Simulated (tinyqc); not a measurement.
From one set of inputs to another, one input at a time: millisecond and nanosecond annealing: surface heating, thermal budget and solid-phase regrowth. Computed by tinyqc, a small Python program. Command: `OMP_NUM_THREADS=1 python tinyqc.py 3005570 3005571 out.jsonl flash ladder`. One thread of a shared host (Intel(R) Xeon(R) Processor @ 2.30GHz), about 0.02 s of CPU time with the checks.

A square pulse heats the surface of a thick wafer with constant thermal properties; losses by radiation are neglected and silicon melts at 1414 C.

The inputs printed are set A. Set A is modelled on hot silicon with boron; the values taken over come from a set modelled on hot silicon with arsenic. Inputs not listed in the table keep their values of set A, so the rows need not describe a real material.

Inputs (values chosen for the exercise, modelled on hot silicon with boron):
```
quantity                      value        unit
incident fluence              0.149      J/cm^2
pulse length t_p            2.9e-08           s
reflectance R                  0.34           -
thermal conductivity k         0.24    W/(cm K)
heat capacity per volume c     2.29  J/(cm^3 K)
preheat temperature T0          200           C
dopant prefactor D0           0.888      cm^2/s
dopant activation energy E     3.53          eV
regrowth prefactor v0       5.2e+08        cm/s
regrowth energy E_v            2.72          eV
```

Source: pulsed laser.

Constants: k_B = 8.617333262e-05 eV/K.

Method:
- Absorbed flux q = (1 - R) fluence/t_p; kappa = k/c. With f(z, t) = (2 q/k) sqrt(kappa t) ierfc(z/(2 sqrt(kappa t))), ierfc(x) = exp(-x^2)/sqrt(pi) - x erfc(x): T = T0 + f(z, t) during the pulse and T0 + f(z, t) - f(z, t - t_p) after it.
- At the surface the rise at the end of the pulse is 2 q sqrt(t_p/(pi k c)); the fluence that just melts the surface scales with (1414 - T0).
- Temperatures in kelvin are T(C) + 273.15.
- Integrate exp(-E/(k_B T(t))) at the surface from 0 to 10 t_p (Gauss-Legendre, 60 points in sqrt(t) up to t_p and 60 in sqrt(t - t_p) after it). (Dt) = D0 x integral with E; regrowth = v0 x integral with E_v; effective time = integral/exp(-E/(k_B T_peak)).

Each row keeps all changes above it:
```
input moved                                                                 from            to  diffusion length 2 sqrt(Dt) (nm)  possible regrowth (nm)  effective time over t_p
set A                                                                          -             -                          0.000262                 0.00135                   0.0961
dopant prefactor D0 (cm^2/s) and dopant activation energy E (eV)     0.888, 3.53     8.9, 4.02                          0.000095                 0.00135                   0.0849
pulse length t_p (s) and incident fluence (J/cm^2)                2.9e-08, 0.149  2e-08, 0.158                          0.001144                 0.03536                   0.0918
reflectance R                                                               0.34          0.35                          0.000975                 0.02842                   0.0913
thermal conductivity k (W/(cm K))                                           0.24          0.32                          0.000206                 0.00342                   0.0870
preheat temperature T0 (C)                                                   200           400                          0.001733                 0.06659                   0.1127
```

Diffusion length 2 sqrt(Dt) goes from 2.62e-4 to 0.00173, a factor 6.60 in all. The largest single move comes from pulse length t_p with incident fluence (a factor 12.0), and thermal conductivity k works against it (a factor 0.211). Possible regrowth goes from 0.00135 to 0.0666, a factor 49.3 in all. The largest single move comes from pulse length t_p with incident fluence (a factor 26.2), and thermal conductivity k works against it (a factor 0.120). Effective time over t_p goes from 0.0961 to 0.113, a factor 1.17 in all. The largest single move comes from preheat temperature T0 (a factor 1.30), and dopant prefactor D0 with dopant activation energy E works against it (a factor 0.883). The single moves hold for this order of the switches; the total does not depend on the order.

Caution (rows set A, dopant prefactor D0, pulse length t_p, reflectance R, thermal conductivity k): cold silicon conducts heat several times better than the constant k used here, so the real melting fluence is higher. Caution (all rows): equilibrium diffusivities are used; implant damage enhances diffusion, and k and c vary with temperature. Caution (all rows): a diffusion length below the atomic spacing of 0.235 nm means about one jump per atom or fewer, so the profile does not change measurably. Caution (rows pulse length t_p, reflectance R, thermal conductivity k, preheat temperature T0): the peak lies above 1150 C, and amorphous silicon melts some 200 to 250 K below the crystal, so a layer that has not regrown before the peak may melt instead.

Extremes, crossings and ranges named in words are read from the listed rows.
